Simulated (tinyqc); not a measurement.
RHF in the sto-3g basis, for H6, spin multiplicity 1, step by step. One step of it, computed by the program tinyqc.

Task: Iteration 1: building the Fock matrix. J_ij = sum D_kl (ij|kl), K_ij = sum D_kl (ik|jl); F = H + J - 0.5 K; E = tr D H + tr D J / 2 - 0.25 tr D K + E_nn.

D at the start, order 1H 1s, 2H 1s, 3H 1s, 4H 1s, 5H 1s, 6H 1s:
```
[[2.718186, -2.258198, 0.264327, 0.032614, -0.024246, -0.032491],
 [-2.258198, 1.995235, -0.754489, 0.502193, -0.055771, -0.024133],
 [0.264327, -0.754489, 2.440198, -2.407540, 0.502587, 0.032918],
 [0.032614, 0.502193, -2.407540, 2.440490, -0.754503, 0.263621],
 [-0.024246, -0.055771, 0.502587, -0.754503, 1.991261, -2.254402],
 [-0.032491, -0.024133, 0.032918, 0.263621, -2.254402, 2.715254]]
```

core Hamiltonian H = T + V (hartree), order 1H 1s, 2H 1s, 3H 1s, 4H 1s, 5H 1s, 6H 1s:
```
[[-1.587056, -1.158605, -0.100914, -0.017065, -0.000232, -0.000014],
 [-1.158605, -1.785272, -0.425887, -0.104026, -0.002678, -0.000231],
 [-0.100914, -0.425887, -1.917202, -1.283363, -0.104022, -0.017026],
 [-0.017065, -0.104026, -1.283363, -1.917166, -0.425854, -0.100716],
 [-0.000232, -0.002678, -0.104022, -0.425854, -1.784763, -1.157105],
 [-0.000014, -0.000231, -0.017026, -0.100716, -1.157105, -1.586381]]
```

Two-electron integrals (ij|kl) in chemists' order, unique and non-zero (hartree):
```
(11|11) 0.774606   (21|11) 0.365603   (21|21) 0.211626   (22|11) 0.517047
(22|21) 0.365603   (22|22) 0.774606   (31|11) 0.017801   (31|21) 0.011775
(31|22) 0.023900   (31|31) 0.000929   (32|11) 0.062154   (32|21) 0.044884
(32|22) 0.101077   (32|31) 0.004277   (32|32) 0.021443   (33|11) 0.206472
(33|21) 0.142228   (33|22) 0.312140   (33|31) 0.017801   (33|32) 0.101077
(33|33) 0.774606   (41|11) 0.002145   (41|21) 0.001484   (41|22) 0.003176
(41|31) 0.000135   (41|32) 0.000662   (41|33) 0.003176   (41|41) 0.000021
(42|11) 0.011233   (42|21) 0.007974   (42|22) 0.017801   (42|31) 0.000823
(42|32) 0.004277   (42|33) 0.023900   (42|41) 0.000135   (42|42) 0.000929
(43|11) 0.100209   (43|21) 0.067045   (43|22) 0.142228   (43|31) 0.007974
(43|32) 0.044884   (43|33) 0.365603   (43|41) 0.001484   (43|42) 0.011775
(43|43) 0.211626   (44|11) 0.153517   (44|21) 0.100209   (44|22) 0.206472
(44|31) 0.011233   (44|32) 0.062154   (44|33) 0.517047   (44|41) 0.002145
(44|42) 0.017801   (44|43) 0.365603   (44|44) 0.774606   (51|11) 0.000015
(51|21) 0.000010   (51|22) 0.000023   (51|31) 1.17e-06   (51|32) 0.000006
(51|33) 0.000041   (51|41) 2.03e-07   (51|42) 1.47e-06   (51|43) 0.000021
(51|44) 0.000033   (52|11) 0.000170   (52|21) 0.000114   (52|22) 0.000242
(52|31) 0.000013   (52|32) 0.000070   (52|33) 0.000491   (52|41) 2.29e-06
(52|42) 0.000017   (52|43) 0.000281   (52|44) 0.000491   (52|51) 3.07e-08
(52|52) 4.07e-07   (53|11) 0.006158   (53|21) 0.003975   (53|22) 0.008088
(53|31) 0.000429   (53|32) 0.002318   (53|33) 0.017801   (53|41) 0.000079
(53|42) 0.000628   (53|43) 0.011775   (53|44) 0.023900   (53|51) 1.17e-06
(53|52) 0.000017   (53|53) 0.000929   (54|11) 0.024632   (54|21) 0.015633
(54|22) 0.031177   (54|31) 0.001602   (54|32) 0.008437   (54|33) 0.062154
(54|41) 0.000293   (54|42) 0.002318   (54|43) 0.044884   (54|44) 0.101077
(54|51) 4.41e-06   (54|52) 0.000070   (54|53) 0.004277   (54|54) 0.021443
(55|11) 0.103274   (55|21) 0.064155   (55|22) 0.124835   (55|31) 0.006158
(55|32) 0.031177   (55|33) 0.206472   (55|41) 0.001077   (55|42) 0.008088
(55|43) 0.142228   (55|44) 0.312140   (55|51) 0.000015   (55|52) 0.000242
(55|53) 0.017801   (55|54) 0.101077   (55|55) 0.774606   (61|11) 6.52e-07
(61|21) 4.35e-07   (61|22) 9.18e-07   (61|31) 4.93e-08   (61|32) 2.69e-07
(61|33) 1.94e-06   (61|41) 8.90e-09   (61|42) 6.79e-08   (61|43) 1.11e-06
(61|44) 1.94e-06   (61|53) 6.79e-08   (61|54) 2.69e-07   (61|55) 9.19e-07
(62|11) 0.000011   (62|21) 0.000007   (62|22) 0.000015   (62|31) 8.12e-07
(62|32) 4.40e-06   (62|33) 0.000033   (62|41) 1.49e-07   (62|42) 1.17e-06
(62|43) 0.000021   (62|44) 0.000040   (62|52) 3.06e-08   (62|53) 1.47e-06
(62|54) 0.000006   (62|55) 0.000023   (63|11) 0.000846   (63|21) 0.000538
(63|22) 0.001074   (63|31) 0.000055   (63|32) 0.000292   (63|33) 0.002140
(63|41) 0.000010   (63|42) 0.000079   (63|43) 0.001480   (63|44) 0.003168
(63|51) 1.49e-07   (63|52) 2.29e-06   (63|53) 0.000135   (63|54) 0.000660
(63|55) 0.003169   (63|61) 8.88e-09   (63|62) 2.02e-07   (63|63) 0.000021
(64|11) 0.004969   (64|21) 0.003120   (64|22) 0.006146   (64|31) 0.000309
(64|32) 0.001599   (64|33) 0.011209   (64|41) 0.000055   (64|42) 0.000428
(64|43) 0.007957   (64|44) 0.017763   (64|51) 8.13e-07   (64|52) 0.000013
(64|53) 0.000822   (64|54) 0.004268   (64|55) 0.023854   (64|61) 4.92e-08
(64|62) 1.17e-06   (64|63) 0.000134   (64|64) 0.000925   (65|11) 0.053863
(65|21) 0.033209   (65|22) 0.064078   (65|31) 0.003122   (65|32) 0.015614
(65|33) 0.100082   (65|41) 0.000539   (65|42) 0.003970   (65|43) 0.066958
(65|44) 0.142040   (65|51) 0.000007   (65|52) 0.000114   (65|53) 0.007963
(65|54) 0.044822   (65|55) 0.365087   (65|61) 4.35e-07   (65|62) 0.000010
(65|63) 0.001479   (65|64) 0.011738   (65|65) 0.211105   (66|11) 0.088049
(66|21) 0.053918   (66|22) 0.103254   (66|31) 0.004978   (66|32) 0.024626
(66|33) 0.153473   (66|41) 0.000848   (66|42) 0.006157   (66|43) 0.100175
(66|44) 0.206392   (66|51) 0.000011   (66|52) 0.000169   (66|53) 0.011228
(66|54) 0.062120   (66|55) 0.516695   (66|61) 6.52e-07   (66|62) 0.000015
(66|63) 0.002140   (66|64) 0.017763   (66|65) 0.365087   (66|66) 0.774606
```

nuclear repulsion = 3.97676439 hartree

Give: Coulomb J; exchange K; Fock matrix F; total energy of this density.

Result:

Coulomb J (hartree), order 1H 1s, 2H 1s, 3H 1s, 4H 1s, 5H 1s, 6H 1s:
```
[[1.9825, 1.0893, 0.0801, 0.0122, 0.0001, 0.0000],
 [1.0893, 1.9631, 0.3734, 0.0823, 0.0017, 0.0001],
 [0.0801, 0.3734, 2.1211, 1.1688, 0.0823, 0.0122],
 [0.0122, 0.0823, 1.1688, 2.1211, 0.3733, 0.0799],
 [0.0001, 0.0017, 0.0823, 0.3733, 1.9626, 1.0879],
 [0.0000, 0.0001, 0.0122, 0.0799, 1.0879, 1.9824]]
```

exchange K (hartree), order 1H 1s, 2H 1s, 3H 1s, 4H 1s, 5H 1s, 6H 1s:
```
[[0.8715, 0.0586, -0.0275, 0.0167, -0.0012, -0.0047],
 [0.0586, 0.3932, 0.0512, 0.0043, 0.0009, -0.0012],
 [-0.0275, 0.0512, 0.5768, 0.0178, 0.0043, 0.0167],
 [0.0167, 0.0043, 0.0178, 0.5769, 0.0511, -0.0275],
 [-0.0012, 0.0009, 0.0043, 0.0511, 0.3931, 0.0584],
 [-0.0047, -0.0012, 0.0167, -0.0275, 0.0584, 0.8724]]
```

Fock matrix F (hartree), order 1H 1s, 2H 1s, 3H 1s, 4H 1s, 5H 1s, 6H 1s:
```
[[-0.0403, -0.0986, -0.0071, -0.0132, 0.0005, 0.0024],
 [-0.0986, -0.0188, -0.0781, -0.0239, -0.0014, 0.0005],
 [-0.0071, -0.0781, -0.0845, -0.1234, -0.0239, -0.0132],
 [-0.0132, -0.0239, -0.1234, -0.0845, -0.0781, -0.0070],
 [0.0005, -0.0014, -0.0239, -0.0781, -0.0187, -0.0983],
 [0.0024, 0.0005, -0.0132, -0.0070, -0.0983, -0.0402]]
```

total energy of this density = 0.705886 hartree
